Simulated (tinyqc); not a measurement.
Silicon n-p-n transistor, Gummel numbers and transit times: Cut-off frequency against collector current.

One-dimensional n-p-n transistor in the forward active mode at low injection. In the base p(x) = NB exp(-eta x/wb) and ni(x)^2 = ni^2 exp((g0 + g1 x/wb)/Vt); electrons leave the base at vsat; band spikes at the emitter junction and recombination inside the emitter are ignored.

f(x) = p(x) ni^2/ni(x)^2; I(x) = integral from x to wb of f/Dn, plus f(wb)/vsat; base Gummel number GB = I(0); electron density per unit flux n/(J/q) = I/f; base transit time tauB = integral of I/f over the base. ni = sqrt(Nc Nv) exp(-Eg/(2 Vt)), Eg in volts; JC = J0 exp(VBE/Vt), J0 = q ni^2/GB; collector layer one-sided, Wc = sqrt(2 eps0 eps_r (Vbc + VCB)/(q NC)), Vbc = Vt ln(NB exp(-eta) NC/ni^2), Cjc = eps0 eps_r/Wc, tauC = Wc/(2 vsat). Delay 1/(2 pi fT) = tauE + tauB + tauC + tauR with tauE = Vt (Cj + Cjc)/JC and tauR = Rc Cjc. Charge stored in the emitter is left out. The Kirk effect, also left out, sets in near JC = q NC vsat. n(0) = (JC/q) I(0)/f(0).

Inputs (values chosen for the exercise); band and dielectric values close to those of silicon:

| symbol | value | unit | meaning |
|---|---|---|---|
| T | 350 | K | temperature |
| Eg | 1.14 | eV | band gap |
| eps_r | 11.8 |  | relative permittivity |
| Nc | 3.47e19 | cm^-3 | conduction-band density of states at T |
| Nv | 3.29e19 | cm^-3 | valence-band density of states at T |
| vsat | 1e7 | cm/s | saturation velocity |
| wb | 220 | nm | neutral base width |
| NB | 2e17 | cm^-3 | base doping at the emitter edge |
| eta | 0 |  | doping falls as exp(-eta x/wb) |
| g0 | 0 | eV | gap reduction at the emitter edge of the base |
| g1 | 0 | eV | further gap reduction across the base (linear) |
| Dn | 5.4 | cm^2/s | electron diffusion coefficient in the base |
| NC | 5.1e15 | cm^-3 | collector doping |
| VCB | 0.4 | V | collector-base reverse bias |
| Cj | 2.2 | fF/um^2 | emitter junction capacitance |
| Rc | 15 | ohm um^2 | emitter plus collector resistance |

Constants: q = 1.602176634e-19 C, kB = 1.380649e-23 J/K, Vt = kB T/q, eps0 = 8.8541878128e-14 F/cm where lengths are in cm. Results are converted to the units shown.

The same in every row: tauB (ps) = 47.01; tauC (ps) = 2.676; tauR (ps) = 0.002928.

Result of one run:
```
VBE (V),tauE (ps),fT (GHz),JC/(q NC vsat),n(0)/NB
0.6590,277.9,0.4859,0.003182,0.003387
```

Which collector current density JC gave this result: 0.00013, 0.00026, 0.0022 or 0.0045 mA/um^2?

JC = 0.00026 mA/um^2.

The whole series:
```
JC (mA/um^2),VBE (V),tauE (ps),fT (GHz),JC/(q NC vsat),n(0)/NB
0.00013,0.6381,555.7,0.2629,0.001591,0.001693
0.00026,0.6590,277.9,0.4859,0.003182,0.003387
0.00053,0.6805,136.3,0.8557,0.006486,0.006904
0.0011,0.7025,65.67,1.380,0.01346,0.01433
0.0022,0.7234,32.84,1.928,0.02692,0.02866
0.0045,0.7450,16.05,2.421,0.05507,0.05862
0.0092,0.7666,7.852,2.766,0.1126,0.1198
0.019,0.7885,3.802,2.975,0.2325,0.2475
0.038,0.8094,1.901,3.085,0.4651,0.4950
```

fT rises from 0.263 to 3.08 GHz as the charging time falls as 1/JC; its limit for vanishing tauE is 3.20 GHz, of which the largest delay is tauB (94.6 %). tauE equals the other delays together at JC = 0.00145 mA/um^2. For JC = 0.019, 0.038 the electron density at the emitter edge exceeds a fifth of NB, beyond low injection.

Range of the model: Heavy doping makes emitter or base degenerate; gE and g0 are to be read as apparent gap changes that include this.

Numbers from tinyqc (`OMP_NUM_THREADS=1 python tinyqc.py 2320085 2320086 out.jsonl`; about 0.01 s on one thread of a shared Intel Xeon 2.30GHz).
